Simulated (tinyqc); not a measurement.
Shallow donor in an anisotropic valley (effective-mass theory): sweeps and comparisons. A value that a table varies takes the place of the one given here.

One valley: H = -c [(d2/dx2 + d2/dy2)/mt + (d2/dz2)/ml] - q/(eps r), c = hbar^2/2m0, q = e^2/(4 pi eps0). Trial function exp(-sqrt((x^2 + y^2)/a^2 + z^2/b^2)) with a > b: T = (c/3)(2/(mt a^2) + 1/(ml b^2)), V = -(q/eps) atan(u/b)/u, u = sqrt(a^2 - b^2). The central cell of the impurity is left out.

Constants: hbar^2/2m0 = 3.80998211 eV angstrom^2; e^2/(4 pi eps0) = 14.39964547 eV angstrom; Ry = 13.60569312 eV; a0 (Bohr radius) = 0.5291772105 angstrom.

Inputs chosen for the exercise (near those of AlAs; shifted at random, so the results belong to these values and not to a real crystal): mt = 0.19 m0 (transverse mass); eps = 10.1 (dielectric constant); xs = (1.2, 2.3, 3.1, 4.6, 11, 22, 47, 140) (ratios ml/mt); ml = 1.133 m0 (longitudinal mass).

## Mass anisotropy

mt and eps fixed, ml varied. Energies in units of Ry*(mt) = Ry mt/eps^2 and lengths in a*(mt) = a0 eps/mt; the last two columns use one mass, 3/(1/ml + 2/mt) or (ml mt^2)^(1/3).

Results:

| ml/mt | a/a* | b/a | binding | conductivity mass | density-of-states mass |
|---|---|---|---|---|---|
| 1.20 | 0.962 | 0.937 | 1.062 | 1.059 | 1.063 |
| 2.30 | 0.848 | 0.744 | 1.292 | 1.232 | 1.320 |
| 3.10 | 0.804 | 0.670 | 1.401 | 1.292 | 1.458 |
| 4.60 | 0.754 | 0.584 | 1.549 | 1.353 | 1.663 |
| 11.0 | 0.665 | 0.431 | 1.874 | 1.435 | 2.224 |
| 22.0 | 0.613 | 0.340 | 2.123 | 1.467 | 2.802 |
| 47.0 | 0.569 | 0.262 | 2.377 | 1.484 | 3.609 |
| 140 | 0.524 | 0.181 | 2.697 | 1.495 | 5.192 |

The binding grows from 1.06 to 2.70 Ry*(mt); for ml going to infinity the exact problem becomes two-dimensional, with 4 Ry*. The conductivity mass saturates at 1.5 and underbinds, by 13 % at ml/mt = 4.6; the density-of-states mass errs by +7 % there and by +93 % in the last row. With these mt and eps one unit is 25.34 meV.

## What each parameter does

The minimum of the trial energy. Each row changes one parameter from the base and keeps the others.

Results:

| case | E (meV) | a (angstrom) | b (angstrom) | b/a |
|---|---|---|---|---|
| base | -41.71 | 20.37 | 10.86 | 0.533 |
| ml = 0.906 m0 | -39.58 | 21.08 | 12.15 | 0.576 |
| mt = 0.171 m0 | -38.44 | 22.29 | 11.46 | 0.514 |
| eps = 11.1 | -34.53 | 22.39 | 11.94 | 0.533 |

The largest shifts from the base row, up to three for each result and ties (the steps differ in size, so this ranks the rows, not the parameters). E (meV): eps +7.18, mt +3.27, ml +2.12. a (angstrom): eps +2.02, mt +1.92, ml +0.71. b (angstrom): ml +1.29, eps +1.08, mt +0.59. b/a: ml +0.043, mt -0.019; unchanged at the printed digits by eps. eps only rescales the solution (E as 1/eps^2, lengths as eps), so b/a depends on ml/mt alone.

Program tinyqc; command `OMP_NUM_THREADS=1 python tinyqc.py 1251255 1251256 out.jsonl`; about 0.01 s on one thread of a shared Intel(R) Xeon(R) Processor @ 2.30GHz.
